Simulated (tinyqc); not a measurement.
Signal and retention of a DRAM cell: two steps of the calculation.

A stored one starts at Vd and leaks: Cs dV/dt = -I(V), I = a sqrt((V + Vb)/(Vd + Vb)) + b, with a = Ig exp[-(Eg1 q/kB)(1/T - 1/T0)] (generation in a depletion layer) and b = Is exp[-(Es q/kB)(1/T - 1/T0)]. The bit line is precharged to Vd/2, and charge sharing gives the signal (V - Vd/2) Cs/(Cs + Cb).

Inputs (values chosen for the exercise):
```
symbol    value  unit                                            meaning
Vd          1.1     V                                      array voltage
Cs            9    fF                                   cell capacitance
Cb           39    fF                               bit-line capacitance
dm           70    mV  smallest signal that the sense amplifier resolves
sg         0.91           deviation of ln(retention time) over the cells
Nc      1.72e10                                                    cells
tr           32    ms                                   refresh interval
```

Constants: q = 1.602176634e-19 C. Results are converted to the units shown.

Question 1. Signal and margin. The cell fails below Vc = Vd/2 + dm (Cs + Cb)/Cs.

Find: transfer ratio; signal of a fresh one; Vc; charge that may be lost; the same in electrons.

Answer 1.

transfer ratio = 0.1875
signal of a fresh one = 103.1 mV
Vc = 0.9233 V
charge that may be lost = 1.590 fC
the same in electrons = 9924

Question 2. Failing cells. This time is the median of a log-normal spread: failing cells = Nc erfc(z/sqrt 2)/2, z = ln(t/tr)/sg. One failure is expected at the interval where that count equals 1.

retention time = 0.16131797 s

Wanted: z; failing cells; interval for one failure.

Answer 2.

z = 1.7776
failing cells = 6.4900e8
interval for one failure = 0.45806 ms

The weakest cell of the array lies about 6.44 deviations out, a factor of 352 below the median; the chosen interval is longer than that time.

Range of the model: Real arrays also hold a tail of unusually leaky cells and cells whose retention varies in time, which this model lacks.

Program tinyqc, `OMP_NUM_THREADS=1 python tinyqc.py 2130069 2130070 out.jsonl`; Intel Xeon 2.30GHz, shared host, one thread, about 0.01 s.
